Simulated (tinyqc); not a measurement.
Stress in a transistor channel from embedded alloy regions, liners and fins, by half-space elasticity. From one set of inputs to another, one input at a time. Computed by tinyqc, a small Python program. Command: `OMP_NUM_THREADS=1 python tinyqc.py 3007452 3007453 out.jsonl stressor ladder`. One thread of a shared host (Intel(R) Xeon(R) Processor @ 2.30GHz), about 0.06 s of CPU time with the checks.

Plane strain in an isotropic half-space, the same constants everywhere; x along the channel from its centre, y downwards from the free surface; stress is positive in tension.

The inputs printed are set A. Inputs not listed in the table keep their values of set A, so the rows need not describe a real material.

Inputs (values chosen for the exercise, modelled on silicon):
```
quantity                          value  unit
alloy fraction x                   0.59     -
lattice change per unit x, beta  0.0423     -
Young's modulus E                   166   GPa
Poisson ratio nu                   0.24     -
channel length L                     68    nm
length of each stressor S           185    nm
recess depth d                       80    nm
depth of the field point y          1.2    nm
length of a cut fin or stripe       260    nm
height of the strained layer h       44    nm
```

Stressor: Si(1-x)Ge(x) source and drain.

Method:
- Misfit e = beta x. A fully constrained inclusion holds the stress -p with p = E e/(1 - 2 nu); a blanket film would hold -E e/(1 - nu) in the plane.
- A line element dA of misfit at (a, c) in the half-space gives, with C = E e/(2 pi (1 - nu)), X = x - a, r1^2 = X^2 + (y - c)^2, r2^2 = X^2 + Y^2, Y = y + c: s_xx = -C dA {[X^2 - (y - c)^2]/r1^4 + 3 [X^2 - Y^2]/r2^4 + 4 y Y (Y^2 - 3 X^2)/r2^6}, s_yy = C dA {[X^2 - (y - c)^2]/r1^4 - [X^2 - Y^2]/r2^4 + 4 y Y (Y^2 - 3 X^2)/r2^6}. These are integrated over two rectangles, L/2 < |a| < L/2 + S, 0 < c < d (closed form in a, 200 Gauss-Legendre points in c).
- Shear-lag estimate for a stripe of length l and height h on a like substrate: the stress along it is s(x)/s_film = 1 - cosh(x/lam)/cosh(l/(2 lam)), lam = (pi/2) g h with g = 1.258; mean = 1 - (2 lam/l) tanh(l/(2 lam)).

Each row keeps all changes above it:
```
input moved                          from    to  s_xx (MPa)  s_yy (MPa)  share kept on average
set A                                   -     -       -5479       -0.31                 0.3952
Poisson ratio nu                     0.24  0.22       -5338       -0.30                 0.3952
channel length L (nm)                  68    22       -6365        2.76                 0.3952
recess depth d (nm)                    80    45       -6785        1.92                 0.3952
length of a cut fin or stripe (nm)    260   700       -6785        1.92                 0.7517
alloy fraction x                     0.59   0.3       -3450        0.97                 0.7517
depth of the field point y (nm)       1.2   4.5       -2601       58.58                 0.7517
height of the strained layer h (nm)    44    56       -2601       58.58                 0.6850
```

Where does the difference come from?

s_xx goes from -5480 to -2600, +2.88e+03 in all. The largest single move comes from alloy fraction x (+3.34e+03), and channel length L works against it (-1.03e+03). s_yy goes from -0.310 to 58.6, +58.9 in all. The largest single move comes from depth of the field point y (+57.6). Share kept on average goes from 0.395 to 0.685, a factor 1.73 in all. The largest single move comes from length of a cut fin or stripe (a factor 1.90), and height of the strained layer h works against it (a factor 0.911). The single moves hold for this order of the switches; the total does not depend on the order.

Caution (rows set A, Poisson ratio nu, channel length L, recess depth d, length of a cut fin or stripe): at such misfit the regions may relax by dislocations, and linear elasticity is rough.

Extremes, crossings and ranges named in words are read from the listed rows.
